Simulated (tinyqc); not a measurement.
Heisenberg spin cluster by exact diagonalisation: multiplets, susceptibility, level crossings: one step, computed by the program tinyqc.

H = J1 sum S_i.S_j over the bonds 1-2, 3-4 + J2 sum over 2-3 - g mu_B B S_z; J > 0 is antiferromagnetic.

Task: Multiplets. Every multiplet has one member in the block S_z = 0; diagonalise it and read the total spin from <S^2> = S (S + 1).

Inputs (values chosen for the exercise, for a model cluster): exchange J1 = 12.8 meV; exchange J2 = -5 meV.

Cluster: chain of four, J1 outer bonds and J2 in the middle. Spin s of each site: 0.5.

Give: Levels at B = 0; ground energy; gap to the next level.

Result:

Levels at B = 0:
```
E (meV)  total S  number of multiplets
-19.37         0                     1
-7.65          1                     1
-5.62          1                     1
5.15           2                     1
8.12           1                     1
9.07           0                     1
```

ground energy = -19.37 meV

gap to the next level = 11.72 meV

The ground state has S = 0; the next level has S = 1. The highest spin, S = 2, lies at 5.15 meV, s^2 times the sum of all J, s the spin of a site.
